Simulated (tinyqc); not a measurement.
Width from the threshold shift.

Question. Undoped body with a flat potential across it, hard walls, transport along x. Three valley pairs (g = 2 each) with the longitudinal mass along x, y or z. Non-parabolicity enters the subband edges through E (1 + al E) = gamma, so E = 2 gamma/(1 + sqrt(1 + 4 al gamma)); motion within a subband is taken as parabolic with the band-edge mass. Energies are counted from the bulk band edge. gamma = C pi^2 [a^2/(my (t + dl)^2) + b^2/(mz (H + dl)^2)], C = hbar^2/(2 m0). Each subband has N_k = g sqrt(2 mx m0 kB T/(pi hbar^2)); without degeneracy n = exp(EF/Vt) sum N_k exp(-E_k/Vt). Classical value Nc times t H, Nc = sum over valleys of 2 g (m m0 kB T/(2 pi hbar^2))^1.5 with m = (mx my mz)^(1/3). Threshold shift dVT = Vt ln(classical value/sum N_k exp(-E_k/Vt)). Find t and the lowest subband edge.

Parameters, values chosen for the exercise; masses close to those of silicon:

| symbol | value | unit | meaning |
|---|---|---|---|
| T | 200 | K | temperature |
| ml | 0.907 | m0 | longitudinal mass |
| mt | 0.193 | m0 | transverse mass |
| al | 0 | 1/eV | non-parabolicity |
| dl | 0 | nm | widening of the box by penetration into the insulator |
| H | 2.1 | nm | height (along z) |

Constants: q = 1.602176634e-19 C, kB = 1.380649e-23 J/K, hbar = 1.054571817e-34 J s, m0 = 9.1093837015e-31 kg, Vt = kB T/q, hbar^2/(2 m0) = 0.0380998212 eV nm^2. Results are converted to the units shown.

dVT = 496.06320 mV

Solution. dVT is evaluated for trial values of t with all subbands; between 1.5 and 25 nm one value matches.

t = 2.100 nm
E_1 = 535.8 meV

Numbers from tinyqc (`OMP_NUM_THREADS=1 python tinyqc.py 2350167 2350168 out.jsonl`; about 0.2 s on one thread of a shared Intel Xeon 2.30GHz).
